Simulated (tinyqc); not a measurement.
# Disorder broadening of a flat band (such as a Landau level) in the self-consistent Born approximation: effects of single changes

The local Green function is G = g0(z - Sigma) with z = E + i eta and g0(z) = 1/z; the self-energy is Sigma = D G. The density of states is -Im G/pi.

Parameters, values chosen for the exercise:
- D = 6.4 eV^2 (variance of the random potential)
- eta = 0.0081 eV (bare broadening)
- E = 3.398 eV (energy from the band centre)

Each table varies one quantity; the others keep the values above.

## Effect of the disorder strength

Sigma is iterated to self-consistency (retarded branch, Im Sigma < 0); first Born means Sigma = D g0(z) put once into G = g0(z - Sigma); clean means Sigma = 0. Closed form: G = (z - sqrt(z^2 - 4 D))/(2 D) with the root that gives Im G < 0; for eta -> 0 a semi-ellipse of half-width 2 sqrt(D).

The same in every row: DOS, clean (1/eV) = 2.2330e-4.

Effect of the disorder strength:

| D (eV^2) | Re Sigma (eV) | Im Sigma (eV) | DOS, self-consistent (1/eV) | DOS, first Born (1/eV) |
|---|---|---|---|---|
| 0.2 | 0.059914 | -1.4804e-4 | 2.3562e-4 | 2.3525e-4 |
| 0.37 | 0.11262 | -2.8752e-4 | 2.4735e-4 | 2.4596e-4 |
| 0.65 | 0.20347 | -5.5102e-4 | 2.6984e-4 | 2.6485e-4 |
| 1.2 | 0.40030 | -0.0012484 | 3.3114e-4 | 3.0700e-4 |
| 2.1 | 0.81207 | -0.0037082 | 5.6207e-4 | 3.9429e-4 |
| 3.8 | 1.6918 | -0.95170 | 0.079720 | 6.5937e-4 |
| 6.7 | 1.6955 | -1.9487 | 0.092583 | 0.0020028 |
| 12 | 1.6967 | -3.0148 | 0.079970 | 0.29070 |
| 22 | 1.6974 | -4.3678 | 0.063197 | 7.9147e-4 |

|Im Sigma| rises from 1.48e-4 to 4.37 eV, as D^(1.08) between the first two rows and D^(0.61) between the last two (the golden rule gives power 1, broadening wider than the band power 1/2). First Born is 0.16 % below the self-consistent density of states in the first row and 0.013 times it in the last.

## Density of states across the band

Same model as above.

Density of states across the band:

| E (eV) | Re Sigma (eV) | Im Sigma (eV) | DOS, self-consistent (1/eV) | DOS, first Born (1/eV) | DOS, clean (1/eV) |
|---|---|---|---|---|---|
| 0 | 0 | -2.526 | 0.1256 | 4.029e-4 | 39.30 |
| 0.607 | 0.3030 | -2.508 | 0.1247 | 4.797e-4 | 0.006996 |
| 1.214 | 0.6060 | -2.452 | 0.1219 | 8.365e-4 | 0.001749 |
| 1.821 | 0.9089 | -2.356 | 0.1172 | 0.002634 | 7.775e-4 |
| 2.429 | 1.212 | -2.215 | 0.1102 | 0.1261 | 4.370e-4 |
| 3.036 | 1.515 | -2.020 | 0.1005 | 0.005072 | 2.797e-4 |
| 3.643 | 1.817 | -1.752 | 0.08712 | 0.001074 | 1.943e-4 |
| 4.25 | 2.119 | -1.369 | 0.06807 | 4.637e-4 | 1.427e-4 |
| 4.857 | 2.415 | -0.7049 | 0.03506 | 2.617e-4 | 1.093e-4 |
| 5.464 | 1.701 | -0.006677 | 3.321e-4 | 1.699e-4 | 8.636e-5 |
| 6.072 | 1.358 | -0.003276 | 1.629e-4 | 1.202e-4 | 6.993e-5 |

The self-consistent density of states falls from 0.126 to 1.63e-4 1/eV. It drops to the tail left by eta beyond 2 sqrt(D) = 5.06 eV. By ratio, first Born differs most at E = 0 eV, where it is 0.0032 times the self-consistent value.

Range of the model: The self-consistent Born approximation misses band tails from rare fluctuations and localisation.

tinyqc, about 0.01 s, one thread, Intel Xeon 2.30GHz (shared host): `OMP_NUM_THREADS=1 python tinyqc.py 2720009 2720010 out.jsonl`
